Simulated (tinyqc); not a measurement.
Gated two-dimensional channel with two bands, quantum capacitance: two steps of the calculation.

phi is the Fermi level above the lowest band edge, in volts; Vg is counted from the gate voltage at which an empty channel would have phi = 0. The channel has no thickness; trap charge is -q Dit phi.

Values chosen for this exercise; lowest band close to that of monolayer WS2: temperature T = 77 K; in-plane mass md = 0.336 m0; valley degeneracy gv = 2; in-plane mass of a second band, chosen freely m2 = 0.53 m0; valley degeneracy of that band, chosen freely g2 = 6; second band edge above the first E2 = 0.24 eV; density of traps Dit = 1.2e11 cm^-2 eV^-1; gate voltage Vg = 0.94 V.

Constants: q = 1.602176634e-19 C, kB = 1.380649e-23 J/K, hbar = 1.054571817e-34 J s, m0 = 9.1093837015e-31 kg, Vt = kB T/q. Results are converted to the units shown.

Task 1. New phi. D1 = gv md m0 q/(pi hbar^2), D2 = g2 m2 m0 q/(pi hbar^2) per eV; n1 = D1 Vt ln(1 + exp(phi/Vt)), n2 = D2 Vt ln(1 + exp((phi - E2)/Vt)), n = n1 + n2; Cq = q dn/dphi = q [D1/(1 + exp(-phi/Vt)) + D2/(1 + exp((E2 - phi)/Vt))]. Newton: f = phi + q (n + Dit phi)/Cox - Vg, phi(new) = phi - f/(1 + (Cq + q Dit)/Cox).

phi at the start = 0.94 V
Cox = 0.67708495 uF/cm^2

Find: n1; n2; Cq; f; phi after iteration 1.

Result 1.

n1 = 2.639e14 cm^-2
n2 = 9.299e14 cm^-2
Cq = 257.8 uF/cm^2
f = 282.5 V
phi after iteration 1 = 0.2001 V

Task 2. Charge and capacitances at the solution. 1/C_G = 1/Cox + 1/(Cq + q Dit); dphi/dVg = Cox/(Cox + Cq + q Dit).

converged phi = 0.013083909 V
Cox = 0.67708495 uF/cm^2

Wanted: n; Cq; C_G; dphi/dVg.

Result 2.

n = 3.9156e12 cm^-2
Cq = 39.480 uF/cm^2
C_G = 0.66567 uF/cm^2
dphi/dVg = 0.016853

C_G is 98.3 % of Cox; 1.39 % of the gate voltage has gone into phi.

Numbers from tinyqc (`OMP_NUM_THREADS=1 python tinyqc.py 2200056 2200057 out.jsonl`; about 0.01 s on one thread of a shared Intel Xeon 2.30GHz).
